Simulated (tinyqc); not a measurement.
## Charge imbalance from the loss of breakdown voltage

Problem. In a superjunction of pillar doping N and length Lp an imbalance dl lowers BV by q |dl| N Lp^2/(4 eps0 eps_r), as long as the field reaches through the pillar. Find |dl| and the net dose error |dl| N wp.

Inputs (values chosen for the exercise): relative permittivity of the semiconductor eps_r = 9.75; width of each pillar wp = 1.5 um.

Constants: q = 1.602176634e-19 C, eps0 = 8.8541878128e-14 F/cm where lengths are in cm. Results are converted to the units shown.

BV balanced and BV measured (V): 3300  2091.2609
N = 1.4885775e17 cm^-3
Lp = 17.522441 um

Solution. The loss is linear in |dl|; its sign cannot be told from BV.

|dl| = 5.700 %
dose error = 1.273e12 cm^-2

Numbers from tinyqc (`OMP_NUM_THREADS=1 python tinyqc.py 2590005 2590006 out.jsonl`; about 0.01 s on one thread of a shared Intel Xeon 2.30GHz).
